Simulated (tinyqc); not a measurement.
Growth mode over temperature: epitaxial growth on a vicinal surface: Burton-Cabrera-Frank step flow, step-edge barrier and island nucleation. Computed by tinyqc, a small Python program. Command: `OMP_NUM_THREADS=1 python tinyqc.py 3021627 3021628 out.jsonl stepflow walk`. One thread of a shared host (Intel(R) Xeon(R) Processor @ 2.30GHz), about 0.01 s of CPU time with the checks.

Adatoms land at rate F, hop on a square grid (a simplification for hexagonal faces), desorb, or join steps. Lengths are in units of a and n is the adatom coverage. Steps ascend at x = 0 and descend at x = l.

Inputs (values chosen for the exercise, close to those used for Si(111)):
```
quantity                     value      unit
site spacing a                3.84  angstrom
step height h                 3.14  angstrom
diffusion barrier E_d         1.06        eV
desorption energy E_a         3.12        eV
adatom formation energy E_f   1.18        eV
step-edge barrier E_s         0.27        eV
attempt frequency nu            10       THz
deposition rate F            0.019  layers/s
miscut angle                     8   degrees
temperature T                 1110         C
critical nucleus size i          1         -
```

Constants: k_B = 8.617333262e-05 eV/K.

Method:
- D = nu exp(-E_d/(k_B T)) (a^2/s, nu counted per direction); tau = exp(E_a/(k_B T))/nu; x_s = sqrt(D tau); n_eq = exp(-E_f/(k_B T)); terrace width l = h/(a tan(miscut)); Schwoebel length l_s = exp(E_s/(k_B T)) - 1.
- D n'' - n/tau + F = 0 with n(0) = n_eq and -l_s n'(l) = n(l) - n_eq. With u = n - F tau, A = n_eq - F tau, y = l/x_s, s = l_s/x_s: u = A cosh(x/x_s) + B sinh(x/x_s), B = A (1 - cosh y - s sinh y)/(sinh y + s cosh y). Flux into the ascending step J+ = D B/x_s, over the descending one J- = -(D/x_s)(A sinh y + B cosh y); step velocity J+ + J-; growth rate (J+ + J-)/l. For small y: J+ + J- = (F - n_eq/tau) l, J-/J+ = l/(l + 2 l_s).
- Island density on a flat surface without desorption: N = 0.25 (F/D)^(i/(i+2)) exp(E_i/((i+2) k_B T)) per site, with E_i = 0 for i = 1; spacing l_n = N^(-1/2). Step flow needs an effective width l_eff = 2 x(peak) below l_n.
- Temperatures in kelvin are T(C) + 273.15.
- x(peak) solves tanh(x/x_s) = -B/A. Rows where evaporation outweighs deposition are left out.

Scales:
```
T (C)  x_s (a)  l_s (a)  incorporated share  l_n (a)  l_eff/l_n
910      24401   13.129             0.99975   100.47   0.098038
960      16200   11.690             0.99860   107.78   0.090024
1010     11104   10.494             0.99320   115.00   0.083144
1060      7830    9.488             0.97078   122.10   0.077191
1110      5662    8.634             0.88693   129.08   0.072005
1160      4189    7.902             0.60191   135.93   0.067456
```

What does the comparison show, and why?

The ratio stays below 1: step flow in every row. Incorporation goes from 100.0 % to 60.2 %, as n_eq rises towards F tau or x_s falls below the terrace width: the window for smooth growth closes from above.

Extremes, crossings and ranges named in words are read from the listed rows.
